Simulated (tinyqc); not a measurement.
Worked calculation: plane-wave Kohn-Sham cycle with exchange-only LDA in a layered model solid. One step of it, computed by the program tinyqc.

Question. Iteration 2: levels at that k. Diagonalise the Hermitian matrix.

H (hartree):
```
           -2         -1         +0         +1         +2
-2   0.286743  -0.088718   0.044042   0.000433  -0.000151
-1  -0.088718  -0.109800  -0.088718   0.044042   0.000433
+0   0.044042  -0.088718  -0.217948  -0.088718   0.044042
+1   0.000433   0.044042  -0.088718  -0.037701  -0.088718
+2  -0.000151   0.000433   0.044042  -0.088718   0.430941
```

Give: eigenvalues.

Answer.

eigenvalues (hartree): -0.2827  -0.1406  0.0089  0.3135  0.4533
